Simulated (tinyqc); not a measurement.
Quasiparticle equation with a plasmon-pole self-energy for two band edges, step by step. Values are carried at full precision from step to step, so a last printed digit may differ when a step is redone from the rounded ones.

For each edge E = e + X + Sc(E), with the correlation part Sc(E) = A[0]/(E - a + w) + A[1]/(E - b - w); a and b are the valence and conduction energies that enter the Green function (a = ev, b = ec in the one-shot scheme). Z = 1/(1 - dSc/dE), dSc/dE = -A[0]/(E - a + w)^2 - A[1]/(E - b - w)^2.

Parameters, chosen for this exercise (scales of the order of those of diamond; not measured data): ev = 0 eV (mean-field valence top); ec = 4.1 eV (mean-field conduction edge); w = 28.2 eV (pole energy); Av = (173.4, 87.9) eV^2 (weights of the valence state on the hole and electron poles); Ac = (90.3, 149.6) eV^2 (the same for the conduction state); Xv = -4.23 eV (exchange minus the mean-field potential, valence); Xc = 3.45 eV (the same, conduction).

## Linearised one-shot correction

Evaluate Sc and its slope at the mean-field energy; E = e + Z (X + Sc).

Terms:

| edge | Sc (eV) | dSc/dE | Z | X + Sc (eV) | E (eV) |
|---|---|---|---|---|---|
| valence | 3.4276 | -0.3023 | 0.7679 | -0.8024 | -0.6162 |
| conduction | -2.5093 | -0.2747 | 0.7845 | 0.9407 | 4.8380 |

gap = 5.4542 eV
gap with Z = 1 = 5.8431 eV

The gap opens by 1.354 eV, 46 % of it by lowering the valence top. Setting Z = 1 would overshoot by 0.389 eV. X and Sc have opposite signs and are each larger than the sum they leave, so both must be converged well.

## Solving the equation for the conduction edge

Newton steps on f(E) = E - ec - Xc - Sc(E) from E = ec; the first step is the linearised result.

Iterates:

| step | E (eV) | Sc (eV) | f (eV) |
|---|---|---|---|
| 0 | 4.10000 | -2.50930 | -0.940701 |
| 1 | 4.83799 | -2.71431 | 0.002304 |
| 2 | 4.83620 | -2.71380 | 0.000000 |
| 3 | 4.83620 | -2.71380 | 0.000000 |

The linearisation errs by +1.8 meV, as the shift is only 0.026 of the pole energy.

## All solutions for the valence state

Multiplying out gives a cubic; give its three roots and their weights Z.

roots (eV): -34.243  -0.615  34.728

weights: 0.1734  0.7639  0.0627

The weights add up to 1. The satellite below lies 33.63 eV from the main peak, 19 % more than w: this scheme places plasmon satellites too far out, and gives one where a cumulant form gives a series.

## Updating the energies in the Green function

Solve both equations exactly, put the results in place of a and b, and repeat five times; w is kept.

Cycles (eV):

| cycle | Ev | Ec | gap |
|---|---|---|---|
| 1 | -0.6146 | 4.8362 | 5.4508 |
| 2 | -0.6752 | 4.9090 | 5.5842 |
| 3 | -0.6811 | 4.9160 | 5.5971 |
| 4 | -0.6817 | 4.9167 | 5.5984 |
| 5 | -0.6818 | 4.9167 | 5.5985 |

The update moves the gap by +148 meV from the one-shot value; each cycle shrinks the change to about 0.10 of the one before.

## Checks

- Sum of the weights of the three roots: both 1.000000.
- Newton result against the root by bisection (eV): both 4.83620.

(tinyqc, `OMP_NUM_THREADS=1 python tinyqc.py 1881269 1881270 out.jsonl`, Intel(R) Xeon(R) Processor @ 2.30GHz, 1 thread, shared host, about 0.01 s.)
